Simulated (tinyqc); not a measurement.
## Modulation-doped quantum well, Poisson-Schroedinger loop with local exchange and correlation: effect of the applied field along z

A well of width L centred at z = 0 between barriers Vb; effective-mass electrons, parabolic bands. The electrons come from donor sheets outside the mesh, a share fL of Ns on the left and the rest on the right, so the structure is neutral. Energies are counted from the band edge of the well, with U = 0 on the first node in the Hartree part.

Schroedinger equation -C d/dz (1/m) dpsi/dz + (V0 + U) psi = E psi, C = hbar^2/(2 m0), on a fine mesh (400 intervals across the well) with hard walls 6.6 nm outside the well edges (to within half a fine step); the lowest 3 levels are kept. V0 = 0 in the well and Vb outside, plus q Fz z (1 kV/cm = 1e-4 eV/nm). N_k = D Vt ln(1 + exp((EF - E_k)/Vt)), D = md m0 q/(pi hbar^2), sum N_k = Ns; n = sum N_k |psi_k|^2. dU/dz = q (fL Ns - integral of n from the left)/(eps0 eps_r). Added to it: V_xc = -(2 Ry/(pi al rs)) [1 + 0.7734 (rs/21) ln(1 + 21/rs)] (Hedin-Lundqvist), al = (4/(9 pi))^(1/3), rs = (3/(4 pi n))^(1/3)/aB, aB = 4 pi eps0 eps_r hbar^2/(md m0 q^2), Ry = q/(8 pi eps0 eps_r aB) in eV. The loop is converged to 1e-9 eV; shares under 0.001 % are printed as 0.

Parameters, values chosen for the exercise; material values close to those of In0.53Ga0.47As in InP:

| symbol | value | unit | meaning |
|---|---|---|---|
| T | 300 | K | temperature |
| mw | 0.0418 | m0 | mass along z in the well |
| mb | 0.0824 | m0 | mass along z in the barriers |
| md | 0.0413 | m0 | in-plane mass |
| Vb | 0.25 | eV | barrier height |
| eps_r | 13.8 |  | relative permittivity (all layers) |
| L | 8.4 | nm | well width |
| Ns | 3.6e11 | cm^-2 | sheet density of electrons |
| fL | 0.7 |  | share of the donors on the left side |

Constants: q = 1.602176634e-19 C, kB = 1.380649e-23 J/K, hbar = 1.054571817e-34 J s, m0 = 9.1093837015e-31 kg, Vt = kB T/q, eps0 = 8.8541878128e-14 F/cm where lengths are in cm, hbar^2/(2 m0) = 0.0380998212 eV nm^2. Results are converted to the units shown.

Result of one run:
columns A: Fz (kV/cm); B: E2 - E1 (meV); C: EF - E1 (meV); D: share of E2 (%); E: centroid (nm); F: charge in the barriers (%); G: range of U in the well (meV)
```
A      B     C      D       E     F     G
-15  145  5.38  0.557  0.0442  7.48  8.01
```

What becomes of these results when the applied field along z Fz is changed from -15 to -30 kV/cm, all else the same?

Result of the changed run:
columns A: Fz (kV/cm); B: E2 - E1 (meV); C: EF - E1 (meV); D: share of E2 (%); E: centroid (nm); F: charge in the barriers (%); G: range of U in the well (meV)
```
A      B     C      D      E     F     G
-30  145  5.38  0.557  0.164  7.53  8.24
```

The whole series:
columns A: Fz (kV/cm); B: E2 - E1 (meV); C: EF - E1 (meV); D: share of E2 (%); E: centroid (nm); F: charge in the barriers (%); G: range of U in the well (meV)
```
A      B     C      D        E     F     G
-45  145  5.38  0.555    0.283  7.64  8.47
-30  145  5.38  0.557    0.164  7.53  8.24
-15  145  5.38  0.557   0.0442  7.48  8.01
0    145  5.38  0.557  -0.0751  7.49  7.79
15   145  5.38  0.556   -0.194  7.55  7.57
30   145  5.38  0.554   -0.313  7.68  7.37
```

As Fz goes from -45 to 30, E2 - E1 stays near 145 meV, EF - E1 stays near 5.38 meV and the share of E2 goes from 0.555 through a maximum of 0.557 (at Fz = -15 among the rows listed) to 0.554 %. EF stays below E2 throughout. The centroid falls from 0.283 to -0.313 nm.

Numbers from tinyqc (`OMP_NUM_THREADS=1 python tinyqc.py 2140025 2140026 out.jsonl`; about 0.2 s on one thread of a shared Intel Xeon 2.30GHz).
